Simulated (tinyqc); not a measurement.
Strain-driven roughening and islands of a mismatched epitaxial film: one step, computed by the program tinyqc.

Film and substrate share isotropic elastic constants; the film is coherent and biaxially strained.

Problem. Wetting layer. The surface energy depends on thickness as gamma + (gamma_s - gamma) exp(-h/delta). Its curvature adds W2 = (gamma_s - gamma) exp(-h/delta)/delta^2 to the restoring terms; the flat film is stable while W2 > (1 + nu)^2 w^2/gamma, which gives h_c = delta ln[(gamma_s - gamma) gamma/(delta^2 (1 + nu)^2 w^2)], or 0 if negative.

Inputs (values chosen for the exercise, modelled on InAs on InP):
```
quantity                        value   unit
Poisson ratio nu                 0.31      -
surface energy gamma            0.734  J/m^2
wetting energy gamma_s - gamma   0.18  J/m^2
decay length of wetting delta    0.35     nm
```

energy density w = 113.4070 MJ/m^3

Give: wetting-layer thickness h_c.

Solution.

wetting-layer thickness h_c = 1.361 nm

Layer-by-layer growth up to h_c, then roughening: the Stranski-Krastanov mode.
